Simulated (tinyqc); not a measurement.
# One-dimensional ballistic tunnel FET, two-band WKB, step by step

tinyqc, about 0.01 s, one thread, Intel Xeon 2.30GHz (shared host): `OMP_NUM_THREADS=1 python tinyqc.py 2620140 2620141 out.jsonl` Printed values are rounded.

A p-type source for x < 0 with its Fermi level at 0 and its valence edge at ds; in the channel the bands fall as D exp(-x/lam) towards their flat values, with the conduction edge at Ec = ds - dP and D = dP + Eg. The gate moves dP one to one. The drain Fermi level lies at -Vd and the drain side reflects nothing. For w = E - Ec between 0 and dP an electron crosses the gap. Two-band dispersion with equal masses m: inside the gap kappa = sqrt(m u (1 - u/Eg)/C), u the distance from a band edge, C = hbar^2/(2 m0).

Values chosen for this exercise; band and dielectric values close to those of In0.53Ga0.47As: temperature T = 300 K; band gap Eg = 0.746 eV; band-edge mass of the two-band model m = 0.048 m0; screening length of the source junction lam = 5.4 nm; source valence edge above the source Fermi level ds = 0.14 eV; drain bias Vd = 0.3 V; number of degenerate subbands (spin apart) g = 1; tunnelling window Ev(source) - Ec(channel) dP = 0.19 eV; energy above the channel conduction edge w0 = 0.072 eV; cells of the path nc = 7; points of the energy grid nE = 9.

Constants: q = 1.602176634e-19 C, kB = 1.380649e-23 J/K, hbar = 1.054571817e-34 J s, h = 6.62607015e-34 J s, m0 = 9.1093837015e-31 kg, Vt = kB T/q, hbar^2/(2 m0) = 0.0380998212 eV nm^2. Results are converted to the units shown.

## The path through the gap by the midpoint rule

At w = w0 the path runs from xa = lam ln(D/(w + Eg)) to xb = lam ln(D/w); u(x) = w + Eg - D exp(-x/lam) is the height above the valence edge. Cut it into nc equal cells: S = 2 (cell width) times the sum of kappa at the centres.

xa = 0.727667 nm
xb = 13.8507 nm

```
cell   x (nm)    u (eV)  kappa (1/nm)
0      1.6650  0.130352      0.368142
1      3.5398  0.332050      0.481798
2      5.4145  0.474587      0.466405
3      7.2892  0.575315      0.407230
4      9.1639  0.646498      0.329601
5     11.0386  0.696802      0.240612
6     12.9134  0.732352      0.129925
```

S = 9.08758

## The exponent in closed form

S(w) = 2 lam int_0^Eg kappa(u) du/(w + Eg - u) = 2 pi lam sqrt(m/(C Eg)) [w + Eg/2 - sqrt(w (w + Eg))], T(w) = exp(-S). The common triangular estimate is S = (4/3) lam sqrt(m/C) Eg^1.5/(dP + Eg) for all w.

S(w0) = 8.92055
T(w0) = 1.33615e-4
triangular S = 5.56319

The midpoint value is 1.9 % above the closed form, and the triangular estimate 38 % below it.

## Current on a coarse grid

S(w) = 2 lam int_0^Eg kappa(u) du/(w + Eg - u) = 2 pi lam sqrt(m/(C Eg)) [w + Eg/2 - sqrt(w (w + Eg))], T(w) = exp(-S). I = g (2 q^2/h) int_0^dP T(w) [f(E) - f(E + Vd)] dw, E = ds - dP + w, f(x) = 1/(1 + exp(x/Vt)). Simpson's rule on nE equally spaced points.

```
point    w (eV)        T(w)  difference of the f
0      0.000000  7.20107e-8             0.873638
1      0.023750  9.81159e-6             0.734050
2      0.047500  4.62873e-5             0.524147
3      0.071250  1.29966e-4             0.305338
4      0.095000  2.82393e-4             0.149225
5      0.118750  5.24554e-4            0.0654133
6      0.142500  8.75724e-4            0.0271707
7      0.166250  0.00135279            0.0110222
8      0.190000  0.00196990           0.00442764
```

I = 3.51849e-4 uA

A converged quadrature gives 3.520e-4 uA; this grid is 0.044 % below that.
